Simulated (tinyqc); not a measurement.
Born-Mayer model of an ionic crystal AB: one step, computed by the program tinyqc. Command: `OMP_NUM_THREADS=1 python tinyqc.py 3016277 3016278 out.jsonl bornmayer walk`. One thread of a shared host (Intel(R) Xeon(R) Processor @ 2.30GHz), about 0.01 s of CPU time with the checks.

Energies are per ion pair and r is the nearest distance of unlike ions.

Task: Terms of the lattice energy. Madelung constant M, unlike neighbours z1, like neighbours z2 at f r, volume per pair: rock salt 1.747565, 6, 12, sqrt2, 2 r^3; caesium chloride 1.762675, 8, 6, 2/sqrt3, 8 r^3/(3 sqrt3); zinc blende 1.638055, 4, 12, sqrt(8/3), 16 r^3/(3 sqrt3). U(r) = -M z^2 e^2/(4 pi eps_0 r) + z1 lambda exp(-r/rho) + z2 [lambda2 exp(-f r/rho) - C/(f r)^6] (one mean like-ion term for both sublattices).

Inputs (values chosen for the exercise, for a model salt): ionic charge z = 1; unlike repulsion lambda = 3570 eV; range rho = 0.3 angstrom; like repulsion lambda2 = 727 eV; dispersion C between like ions = 95 eV angstrom^6.

Structure: rock salt. Short range: with like-ion terms.

equilibrium distance r0 = 3.010529 angstrom

Constants: e^2/(4 pi eps_0) = 14.39964548 eV angstrom.

Give: terms; lattice energy U.

Result:

terms (eV): Coulomb -8.359, unlike repulsion 0.939, like repulsion 0.006, dispersion -0.191

lattice energy U = -7.605 eV per pair

The short-range terms together cancel 9.0 % of the Coulomb energy.
